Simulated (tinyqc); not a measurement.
Heavy doping: gap narrowing, degeneracy and the minority density: one step. Product and minority density. Two cases, with inputs chosen for the exercise.

Problem. Combine both effects.

Majority: N = Nc F_1/2(eta), eta the distance of EF beyond the majority band edge in kT. Degeneracy factor gam = F_1/2(eta)/exp(eta). ni0^2 = Nc Nv exp(-Eg/kT); product n p = ni0^2 gam exp(dEg/kT), dEg the true narrowing; apparent narrowing dEa = dEg + kT ln gam; minority density = n p/N.

Constants: kB = 8.617333262e-05 eV/K.

Case 1.

Values chosen (gap and densities of states near those of Si at this temperature; narrowing constants near the fits for Si; shifted at random, so the results belong to these values and not to a real crystal): N = 8e+18 1/cm^3 (ionised donors, equal to the majority density); Eg = 1.127 eV (gap); Nc = 3.35e+19 1/cm^3 (conduction-band density of states); Nv = 1.48e+19 1/cm^3 (valence-band density of states); T = 350 K.

dEg (empirical fit) = 64.4528 meV
gam = 0.919293

Case 2.

Values chosen (gap and densities of states near those of Si at this temperature; narrowing constants near the fits for Si; shifted at random, so the results belong to these values and not to a real crystal): N = 2.6e+18 1/cm^3 (ionised donors, equal to the majority density); Eg = 1.115 eV (gap); Nc = 3.45e+19 1/cm^3 (conduction-band density of states); Nv = 1.45e+19 1/cm^3 (valence-band density of states); T = 350 K.

dEg (empirical fit) = 49.8845 meV
gam = 0.973735

Give: ni0; exp(dEg/kT); dEa; sqrt(n p); minority density.

Solution.

Case 1.

ni0 = 1.71e+11 1/cm^3
exp(dEg/kT) = 8.47
dEa = 61.9 meV
sqrt(n p) = 4.78e+11 1/cm^3
minority density = 2.86e+04 1/cm^3

Narrowing multiplies the product by 8.47 and degeneracy by 0.919; together they change the minority density by a factor 7.79 against ni0^2/N.

Case 2.

ni0 = 2.10e+11 1/cm^3
exp(dEg/kT) = 5.23
dEa = 49.1 meV
sqrt(n p) = 4.73e+11 1/cm^3
minority density = 8.62e+04 1/cm^3

Narrowing multiplies the product by 5.23 and degeneracy by 0.974; together they change the minority density by a factor 5.09 against ni0^2/N.

Computed by tinyqc, one run a case: `OMP_NUM_THREADS=1 python tinyqc.py N N+1 out.jsonl` with N = 1681548, 1681552; one thread of a shared Intel(R) Xeon(R) Processor @ 2.30GHz, about 0.01 s a run at most.
